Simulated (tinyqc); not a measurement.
# Adsorption as a lattice gas: isotherms with interactions, competition, desorption peaks and saturation dose, step by step

A worked calculation. Computed by tinyqc, a small Python program that keeps every step. Command: `OMP_NUM_THREADS=1 python tinyqc.py 3021517 3021518 out.jsonl adsorb walk`. One thread of a shared host (Intel(R) Xeon(R) Processor @ 2.30GHz), about 0.2 s of CPU time with the checks. Intermediate numbers are printed to about 5 digits and carried at full precision; extremes and crossings named in words are read from the listed rows.

One adsorbate per site; a molecule needs 2 empty sites. Gas and surface have the same temperature.

Inputs (values chosen for the exercise, for a model surface):
```
quantity                                          value    unit
desorption energy E                                1.82      eV
prefactor nu                                    6.1e+13     1/s
pair energy w (positive repels)                  -0.012      eV
neighbours z                                          4       -
site density N_s                                     13  1/nm^2
molecular mass M                                   49.5       u
sticking coefficient s0                            0.14       -
temperature T                                       633       K
pressure p                                       0.0011      Pa
blocking by a second gas, K_B p_B                  0.18       -
heating rate beta                                    16     K/s
initial coverage theta_0                           0.13       -
aspect ratio a (depth over diameter) of a hole        5       -
```

Adsorption: dissociative (second order).

Constants: u = 1.6605390666e-27 kg; k_B = 1.380649e-23 J/K; k_B = 8.617333262e-05 eV/K.

## Flux and the Langmuir coverage

Flux F = p/sqrt(2 pi M k_B T); k_d = nu exp(-E/(k_B T)); 2 s0 F (1 - theta)^2 = N_s k_d theta^2, so y = sqrt(2 s0 F/(N_s k_d)), theta = y/(1 + y). With a second gas on the same sites theta = y/(1 + y + K_B p_B).

flux F = 16.373 1/(nm^2 s)

k_d = 0.19723 1/s

y = 1.3372

Langmuir coverage = 0.57213

coverage with the second gas = 0.53122

## Coverage with interactions

With u = w/(k_B T). Mean field: theta/(1 - theta) = y exp(-z u theta). Quasi-chemical: theta/(1 - theta) = y [(r - 1 + 2 theta)(1 - theta)/((r + 1 - 2 theta) theta)]^(-z/2) exp(-z u/2), r = sqrt(1 - 4 theta (1 - theta)(1 - exp(-u))).

u = -0.21999

coverage, mean field = 0.71498

coverage, quasi-chemical = 0.71292

Attraction raises the coverage from 0.5721. Both theories put half coverage at ln y = z u/2 = -0.440; here ln y = 0.291.

## Isotherms

The formulas are those given above.

Coverage; the first column is ln y - z u/2:
```
ln y - z u/2  no interaction  mean field  quasi-chemical
-5.0                 0.00432     0.00434         0.00434
-3.0                 0.03107     0.03193         0.03202
-2.0                 0.08017     0.08593         0.08649
-1.0                 0.19155     0.22393         0.22583
-0.5                 0.28090     0.34633         0.34816
0.0                  0.39175     0.50000         0.50000
0.5                  0.51500     0.65367         0.65184
1.0                  0.63646     0.77607         0.77417
2.0                  0.82636     0.91407         0.91351
3.0                  0.92824     0.96807         0.96798
5.0                  0.98965     0.99566         0.99566
```

At half coverage the slope d theta/d ln y is 1/4 without interaction, 1/(4 + z u) = 0.321 in mean field and 0.316 in the pair theory, 1/[4 + 2 z (exp(u/2) - 1)]. Attraction steepens the filling towards a step; the two theories differ by at most 0.0019 in these rows.

## Desorption peak without interaction

The peak obeys E/(k_B T_p^2) = (nu theta_0/beta) exp(-E/(k_B T_p)) if theta at the peak is theta_0/2. Redhead's shortcut, with the constant 3.46 (3.64 is also in use), reads E back as k_B T_p [ln(nu' T_p/beta) - 3.46], nu' = nu theta_0.

peak temperature T_p = 702.15 K

E by Redhead's shortcut = 1.8166 eV

The shortcut misses by -0.19 %, since 3.46 stands for ln(E/(k_B T_p)) = 3.40. A prefactor wrong by a factor 100 would shift E by 0.279 eV.

## Peak against initial coverage

Heating at the rate beta: d theta/dT = -(nu/beta) theta^2 exp(-[E - 2 z w theta]/(k_B T)). Integrated numerically (relative tolerance 1e-9); T_p is the maximum of the rate.

Peak temperatures (K):
```
theta_0   w = 0  with w
0.1      706.62  709.67
0.3      683.10  691.91
0.5      672.68  687.07
0.7      665.97  685.85
0.9      661.05  686.32
```

Without interaction the peak moves down by 45.6 K, the mark of second order; with w it moves by -23.4 K.

## Dose to saturate, flat and in a hole

Without desorption or interaction, 99 % coverage needs the time 99 N_s/(2 s0 F). For a round hole of aspect ratio a in molecular flow with unit sticking (Gordon), the time is N_s/(2F) x [1 + (19/4) a + (3/2) a^2]. The larger of the two times is a rough guide.

time on a flat surface = 280.73 s

time for the hole = 24.713 s

The surface reaction is the slower step. Caution: with k_d = nu exp(-E/(k_B T)) of these inputs desorption is not negligible over the time on a flat surface, so without interaction 99 % coverage is not reached.

Checks made by the program: quasi-chemical form at low coverage and at the symmetry point (relative difference 2e-09); T_p against the integrated rate equation (relative difference 2e-03).
